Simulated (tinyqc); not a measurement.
Nucleation and growth of vacancy voids in a cooling silicon-like crystal: one step, computed by the program tinyqc. Command: `OMP_NUM_THREADS=1 python tinyqc.py 3022053 3022054 out.jsonl voids walk`. One thread of a shared host (Intel(R) Xeon(R) Processor @ 2.30GHz), about 0.5 s of CPU time with the checks.

Spherical voids; vacancies are lost only to voids.

Question. Nucleation rate at T with the initial excess. C_e = C_m exp[-(E_f/k_B)(1/T - 1/T_m)]; D = D0 exp(-E_m/(k_B T)); f = k_B T ln(C/C_e); r* = 2 gamma/(rho f); W* = 16 pi gamma^3/(3 rho^2 f^2); Z = f/sqrt(12 pi W* k_B T); I = rho Z (4 pi r* D C) exp(-W*/(k_B T)).

Inputs (values chosen for the exercise, for a model crystal):

| quantity | value | unit |
|---|---|---|
| vacancy density at the melting point C_m | 6.4e+14 | 1/cm^3 |
| formation energy E_f | 3.78 | eV |
| melting point T_m | 1685 | K |
| diffusion prefactor D0 | 0.0015 | cm^2/s |
| migration energy E_m | 0.47 | eV |
| site density rho | 5e+22 | 1/cm^3 |
| void surface energy gamma | 0.982 | J/m^2 |
| temperature of the worked step T | 1365 | K |

initial excess C = 4.10e+13 1/cm^3

Constants: k_B = 8.617333262e-05 eV/K; k_B = 1.380649e-23 J/K; e = 1.602176634e-19 C.

Give: C_e; D; driving force f; critical radius r*; W*/(k_B T); rate I.

Answer.

C_e = 1.431e+12 1/cm^3

D = 2.759e-05 cm^2/s

driving force f = 0.3946 eV

critical radius r* = 0.6212 nm

W*/(k_B T) = 84.24

rate I = 6.849e-13 1/(cm^3 s)

Cooling by 10 K multiplies I by 9400: nucleation switches on within a narrow range of temperature.
